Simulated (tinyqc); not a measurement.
Ballistic Schottky-barrier transistor with a two-dimensional channel, WKB contacts: one step of the calculation.

Source Fermi level 0, drain Fermi level -Vd. Far from the contacts Ec = pn - psi, and the gate moves psi one to one; the band edges relax as exp(-x/lam) from pn at the source and pn - Vd at the drain; Ev = Ec - Eg. A carrier of energy w inside the channel band meets at a contact a barrier of height D (the contact edge beyond the channel edge): T = 1 for w >= D, else exp(-S), S = 4 lam sqrt(m/C) [sqrt(D - w) - sqrt(w) arctan sqrt((D - w)/w)], C = hbar^2/(2 m0). The two contacts combine as Ts Td/(Ts + Td - Ts Td).

Problem. Current of the holes on a coarse grid. I/W = g (2 q^2/h) int T(w) [N(Es + w) - N(Ed + w)] dw with w the energy of motion along the channel, N(y) = (1/2 pi) sqrt(pi m kB T/C) Fm(-y/kB T), Fm(x) = (1/sqrt(pi)) int_0^infinity u^(-1/2)/(1 + exp(u - x)) du. Electrons: Ds = psi, Dd = psi - Vd, Es = Ec, Ed = Ec + Vd. Holes: Ds = -psi, Dd = Vd - psi, Es = -Ev, Ed = -Ev - Vd. The size of each current is taken; both flow from drain to source and add. Simpson's rule on nE equally spaced w from 0 to wm.

Parameters, values chosen for the exercise; channel values close to those of an ultrathin silicon body with silicide contacts:

| symbol | value | unit | meaning |
|---|---|---|---|
| T | 250 | K | temperature |
| Eg | 1.12 | eV | band gap |
| pn | 0.76 | eV | barrier for electrons at both contacts |
| mp | 0.25 | m0 | hole mass |
| g | 2 |  | valleys or subbands |
| lam | 2.8 | nm | screening length at the contacts |
| Vd | 0.05 | V | drain bias |
| ps | -0.32 | V | band shift psi of the channel by the gate |
| wm | 0.52 | eV | upper end of the grid |
| nE | 15 |  | points of the grid |

Constants: q = 1.602176634e-19 C, kB = 1.380649e-23 J/K, hbar = 1.054571817e-34 J s, h = 6.62607015e-34 J s, m0 = 9.1093837015e-31 kg, Vt = kB T/q, hbar^2/(2 m0) = 0.0380998212 eV nm^2. Results are converted to the units shown.

Give: w; Ts; Td; T; size of the supply difference; current.

Solution.

w, point 0 to 14 (eV): [0.00000, 0.03714, 0.07429, 0.11143, 0.14857, 0.18571, 0.22286, 0.26000, 0.29714, 0.33429, 0.37143, 0.40857, 0.44571, 0.48286, 0.52000]
Ts, point 0 to 14: [8.9470e-8, 2.0440e-4, 0.0028241, 0.016509, 0.060925, 0.16517, 0.35390, 0.62114, 0.89911, 1.0000, 1.0000, 1.0000, 1.0000, 1.0000, 1.0000]
Td, point 0 to 14: [2.6363e-8, 6.4458e-5, 9.5714e-4, 0.0060445, 0.024256, 0.072114, 0.17144, 0.33994, 0.57492, 0.83395, 1.0000, 1.0000, 1.0000, 1.0000, 1.0000]
T, point 0 to 14: [2.0363e-8, 4.9007e-5, 7.1537e-4, 0.0044442, 0.017655, 0.052851, 0.13057, 0.28156, 0.54008, 0.83395, 1.0000, 1.0000, 1.0000, 1.0000, 1.0000]
size of the supply difference, point 0 to 14 (1/um): [69.113, 22.279, 4.6563, 0.85691, 0.15369, 0.027437, 0.0048938, 8.7276e-4, 1.5564e-4, 2.7757e-5, 4.9499e-6, 8.8274e-7, 1.5742e-7, 2.8074e-8, 5.0065e-9]
current = 0.076794 uA/um

Range of the model: No scattering, image-force lowering, channel charge or band-to-band tunnelling; parabolic kappa overstates S deep in the gap.

Program tinyqc, `OMP_NUM_THREADS=1 python tinyqc.py 2390038 2390039 out.jsonl`; Intel Xeon 2.30GHz, shared host, one thread, about 0.4 s.
